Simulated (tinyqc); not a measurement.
Overlap of hydrogenic dopants: pairs, impurity band and the Mott density: sweeps and comparisons. A value that a table varies takes the place of the one given here.

Ry* = Ry m/eps^2, aB = a0 eps/m. For 1s orbitals a distance rho = R/aB apart, in Ry*: overlap S = exp(-rho)(1 + rho + rho^2/3), J = (2/rho)(1 - (1 + rho) exp(-2 rho)) (attraction to the other ion), Kx = 2 (1 + rho) exp(-rho) (exchange of one electron). One electron on a pair has E = -1 - (J +/- Kx)/(1 +/- S), without the repulsion 2/rho of the ions. Hopping after orthogonalisation: t = (Kx - S J)/(1 - S^2), half the splitting. Dopants on a lattice with z neighbours, n = (3 sqrt3/4)/R^3 (bcc), give a band of width B = 2 z t, as on any lattice of two interpenetrating sublattices. Valleys, central cells and disorder are left out.

Constants: Ry = 13.60569312 eV; a0 (Bohr radius) = 0.5291772105 angstrom; kB = 8.617333262e-05 eV/K.

Parameters, chosen for this exercise (an isotropic mass and dielectric constant of the size used for donors in GaN; shifted at random, so the results belong to these values and not to a real crystal): m = 0.208 m0 (mass); eps = 9.1 (dielectric constant); z = 8 (neighbours in the dopant lattice); u = 0.945 Ry* (cost of a second electron on one dopant); rho = 4.6 aB (distance of a pair); N = 0.0036 1/aB^3 (dopant density).

## From isolated dopants to a band

The distance R/aB is varied; density from the lattice formula.

Against distance:
```
R/aB  n (1/cm^3)  n^(1/3) aB       S  t (meV)  B (meV)    B/u
10.0    1.05e+17       0.109  0.0020   0.0204    0.326  0.010
8.0     2.04e+17       0.136  0.0102   0.1194    1.911  0.059
7.0     3.05e+17       0.156  0.0222   0.2821    4.513  0.140
6.0     4.85e+17       0.182  0.0471   0.6509   10.415  0.322
5.0     8.37e+17       0.218  0.0966   1.4569   23.311  0.722
4.5     1.15e+18       0.242  0.1361   2.1504   34.406  1.065
4.0     1.64e+18       0.273  0.1893   3.1433   50.293  1.557
3.5     2.44e+18       0.312  0.2592   4.5528   72.845  2.256
3.0     3.88e+18       0.364  0.3485   6.5452  104.723  3.243
```

critical densities (1/cm^3): B = u 1.09e+18, B = (2/sqrt3) u 1.23e+18, n^(1/3) aB = 0.26 1.42e+18

From R = 10 to 5 aB the density rises eightfold and the band widens by a factor 72, since t falls about as R exp(-R/aB). B passes u at 1.1e+18/cm^3, n^(1/3) aB = 0.238; the screening rule gives a density 1.30 times that. An ordered lattice overstates the ease of conduction, as random spacing localises the tails, and below R = 4 aB (S above 0.19) nearest-neighbour hopping alone is no longer enough.

## Hosts compared

Hosts, values chosen for the exercise:
```
name          m (m0)   eps
InAs-like      0.024  15.1
InP-like       0.079  12.2
Si-like        0.308  11.5
GaAs-like      0.068  12.6
Ge-like        0.125  16.2
diamond-like   0.597   5.6
```

Ry* = Ry m/eps^2, aB = a0 eps/m, Mott density (0.26/aB)^3, and Ry*/kT at 300 K.

Hydrogenic values:
```
name          Ry* (meV)  aB (angstrom)  Mott density (1/cm^3)  Ry*/kT
InAs-like           1.4          332.9               4.76e+14    0.06
InP-like            7.2           81.7               3.22e+16    0.28
Si-like            31.7           19.8               2.28e+18    1.23
GaAs-like           5.8           98.1               1.86e+16    0.23
Ge-like             6.5           68.6               5.45e+16    0.25
diamond-like      259.0            5.0               1.44e+20   10.02
```

The Mott density spans 5.5 decades, from InAs-like to diamond-like, as (m/eps)^3. diamond-like has Ry* above 2 kT at 300 K, so at high doping below the Mott density many dopants stay neutral. Real dopants bind deeper than this where the central cell counts, which shrinks the orbit and raises the critical density.

## What each parameter does

At fixed N in units of 1/aB^3 and fixed rho: Ry*, 2t of the pair, B of the lattice and the density in 1e18/cm^3 (1/angstrom^3 = 1e24/cm^3). Each row changes one parameter from the base and keeps the others.

Results:
```
case               Ry* (meV)  2t (meV)  B (meV)  density (1e18/cm^3)
base                  34.174    3.9816    4.078               0.2901
m = 0.2288 m0         37.592    4.3798    4.486               0.3861
eps = 10.01           28.243    3.2906    3.370               0.2180
rho = 5.1 aB          34.174    2.6926    4.078               0.2901
N = 0.0054 1/aB^3     34.174    3.9816    8.690               0.4352
```

The largest shifts from the base row, up to three for each result and ties (the steps differ in size, so this ranks the rows, not the parameters). Ry* (meV): eps -5.931, m +3.417; unchanged at the printed digits by rho and N. 2t (meV): rho -1.2891, eps -0.6910, m +0.3982; unchanged at the printed digits by N. B (meV): N +4.612, eps -0.708, m +0.408; unchanged at the printed digits by rho. density (1e18/cm^3): N +0.145, m +0.0960, eps -0.0721; unchanged at the printed digits by rho.

Run: tinyqc, `OMP_NUM_THREADS=1 python tinyqc.py 1451554 1451555 out.jsonl`; Intel(R) Xeon(R) Processor @ 2.30GHz, one thread, shared host; about 0.01 s of CPU time with all checks.
